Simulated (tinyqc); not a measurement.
# From one set of inputs to another, one input at a time

Model: rigid-ion and shell models of the dielectric response of an ionic crystal. Computed by tinyqc, a small Python program. Command: `OMP_NUM_THREADS=1 python tinyqc.py 3015666 3015667 out.jsonl shell ladder`. One thread of a shared host (Intel(R) Xeon(R) Processor @ 2.30GHz), about 0.01 s of CPU time with the checks.

Charges +Z and -Z; 8 nearest neighbours, Madelung constant M = 1.762675, volume per ion pair Omega = 1.539601 d^3. Energy per pair U = -M Z^2 e2/d + 8 A exp(-d/rho), e2 = e^2/(4 pi eps_0). In the shell model the anion is a core of charge Y - Z and a massless shell of charge -Y, joined by the spring k; the repulsion acts on the shell. Each ion feels the Lorentz field E + (4 pi/3) P (Gaussian units).

The inputs printed are set A. Inputs not listed in the table keep their values of set A, so the rows need not describe a real material.

Inputs (values chosen for the exercise, for a model crystal):

| quantity | value | unit |
|---|---|---|
| nearest-neighbour distance d | 2.65 | angstrom |
| ionic charge Z | 1 | e |
| hardness d/rho | 10.3 | - |
| cation mass | 108 | u |
| anion mass | 32.06 | u |
| shell charge size Y | 3.21 | e |
| core-shell spring k | 72.3 | eV/angstrom^2 |
| cation polarisability alpha_+ | 0.13 | angstrom^3 |
| film thickness t | 6.6 | nm |

Structure: caesium chloride.

Constants: e^2/(4 pi eps_0) = 14.39964548 eV angstrom; 1 eV/angstrom^3 = 160.2176634 GPa; nu for 1 eV/(angstrom^2 u) = 15.6333042 THz; 1 THz = 33.35640952 1/cm; eps_0 = 8.8541878128e-12 F/m; h x 1 THz = 4.135667696 meV.

Method:
- Zero pressure fixes 8 A exp(-d/rho) = M Z^2 e2 rho/d^2. Then U = -(M Z^2 e2/d)(1 - rho/d), B = M Z^2 e2 (d/rho - 2)/(9 Omega d), and the spring of one sublattice against the other is R = (1/3) x (Laplacian of the repulsion summed over neighbours) = M Z^2 e2 (d/rho - 2)/(3 d^3), so R = 3 B Omega/d^2.
- Eliminating the shell gives the anion polarisability alpha_- = Y^2 e2/(k + R), the Szigeti charge Z_S = Z - Y R/(k + R) and the softened spring R' = k R/(k + R). With b = 4 pi (alpha_+ + alpha_-)/(3 Omega): eps_inf = (1 + 2b)/(1 - b) (Clausius-Mossotti); Born charge Z* = Z_S (eps_inf + 2)/3.
- mu lambda_TO = R' - (4 pi e2/(3 Omega)) Z_S^2/(1 - b); mu lambda_LO = mu lambda_TO + 4 pi e2 Z*^2/(eps_inf Omega); eps_s = eps_inf lambda_LO/lambda_TO.
- lambda in eV/(angstrom^2 u) gives the wavenumber 15.6333042 x 33.35640952 x sqrt(lambda); mu is the reduced mass.
- Capacitance per area eps_0 eps_s/t; equivalent oxide thickness EOT = t x 3.9/eps_s; the surface optical mode against silicon (eps = 11.7) lies at omega_TO sqrt[(eps_s + 11.7)/(eps_inf + 11.7)], and its squared coupling to channel electrons scales as g = hbar omega_SO [1/(11.7 + eps_inf) - 1/(11.7 + eps_s)], with hbar omega = h c x wavenumber.

Each row keeps all changes above it:

| input moved | from | to | eps_inf | bulk modulus B (GPa) | remote-phonon coupling g (meV) |
|---|---|---|---|---|---|
| set A | - | - | 2.3113 | 49.394 | 0.42087 |
| cation mass (u) | 108 | 159 | 2.3113 | 49.394 | 0.40513 |
| hardness d/rho | 10.3 | 8.91 | 2.3262 | 41.122 | 0.52352 |
| shell charge size Y (e) | 3.21 | 2.67 | 1.8360 | 41.122 | 0.45703 |
| film thickness t (nm) | 6.6 | 2.4 | 1.8360 | 41.122 | 0.45703 |
| cation polarisability alpha_+ (angstrom^3) | 0.13 | 0.22 | 1.9017 | 41.122 | 0.47121 |
| nearest-neighbour distance d (angstrom) | 2.65 | 2.98 | 1.5896 | 25.716 | 0.37338 |
| core-shell spring k (eV/angstrom^2) | 72.3 | 34.6 | 2.3436 | 25.716 | 0.41007 |

Where does the difference come from?

eps_inf goes from 2.31 to 2.34, a factor 1.014 in all. The largest single move comes from core-shell spring k (a factor 1.47), and shell charge size Y works against it (a factor 0.789). Bulk modulus B goes from 49.4 to 25.7, a factor 0.521 in all. The largest single move comes from nearest-neighbour distance d (a factor 0.625). Remote-phonon coupling g goes from 0.421 to 0.410, a factor 0.9743 in all. The largest single move comes from hardness d/rho (a factor 1.29), but it runs against the net change; the largest move in the direction of the net change is nearest-neighbour distance d (a factor 0.792). The single moves hold for this order of the switches; the total does not depend on the order.

Extremes, crossings and ranges named in words are read from the listed rows.
